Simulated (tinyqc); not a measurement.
Inside a calculation. Model: van der Pauw, Hall and four-point-probe measurements on a doped layer.

Numbers from tinyqc (`OMP_NUM_THREADS=1 python tinyqc.py 2850219 2850220 out.jsonl`; about 0.01 s on one thread of a shared Intel Xeon 2.30GHz). Printed values are rounded.

A uniform p-type layer with sheet resistance Rs = 1/(q ns mu), point contacts, low field (mu B small).

Values chosen for this exercise:
- ns = 1.6e15 cm^-2 (sheet density of the layer)
- mu = 50 cm^2/(V s) (drift mobility)
- rH = 0.8 (Hall factor)
- B = 1 T (magnetic field)
- I = 10 uA (current)
- ar = 2 (side ratio a/b of a rectangular sample with corner contacts)
- t = 180 nm (thickness of the layer)

Constants: q = 1.602176634e-19 C. Results are converted to the units shown.

## Resistances and Hall voltage

Rs = 1/(q ns mu). For a rectangle with contacts at the corners, RA = (8 Rs/pi) sum_(k>=0) ln coth((2k + 1) pi a/(2 b)) with current along a short side b and voltage along the opposite one, RB the same with a and b exchanged; Hall voltage VH = rH B I/(q ns), negative for electrons.

Rs = 78.01886 ohm/square
RA = 0.7420259 ohm
RB = 87.55275 ohm
VH = 0.003120755 mV

RB/RA = 118; for a square both equal Rs ln 2/pi = 17.2 ohm.

## Starting value

z = 2 ln 2/(pi (RA + RB)), exact for RA = RB.

z at the start = 4.997705 mS

## Iteration 1: new z

The van der Pauw equation exp(-pi RA z) + exp(-pi RB z) = 1 is solved for z = 1/Rs: e1 = exp(-pi RA z), e2 = exp(-pi RB z), f = e1 + e2 - 1, f' = -pi (RA e1 + RB e2), z(new) = z - f/f'.

e1 = 0.9884172
e2 = 0.2529296
f = 0.2413469
f' = -0.07187372 kohm
z after iteration 1 = 8.355634 mS

## Iteration 2: new z

As before.

e1 = 0.9807103
e2 = 0.1004335
f = 0.08114379
f' = -0.02991092 kohm
z after iteration 2 = 11.06848 mS

## Course of the iteration

Stop when the step is below 1e-10 mS, or after 40 iterations.

Course of the iteration:
```
iteration  z before the step (mS)  step (mS)
1                        4.997705       3.36
2                        8.355634       2.71
3                        11.06848       1.44
4                        12.50958      0.298
5                        12.80731     0.0101
6                        12.81740    1.10e-5
7                        12.81741   1.30e-11
```

Converged in 7 iterations.

## Sheet density, mobility and bulk values

converged z = 12.81741 mS

Rs = 1/z; Hall sheet density B I/(q |VH|); Hall mobility |VH|/(Rs B I); true values ns = rH times the Hall density, mu = Hall mobility/rH; bulk density ns/t, resistivity Rs t; correction factor F = Rs/[(pi/ln 2)(RA + RB)/2].

Rs = 78.01886 ohm/square
Hall sheet density = 2e15 cm^-2
Hall mobility = 40 cm^2/(V s)
ns = 1.6e15 cm^-2
mu = 50 cm^2/(V s)
bulk density = 8.888889e19 cm^-3
resistivity = 0.001404340 ohm cm
F = 0.3899152

Taking the mean of RA and RB without F would overstate Rs by 160 %.
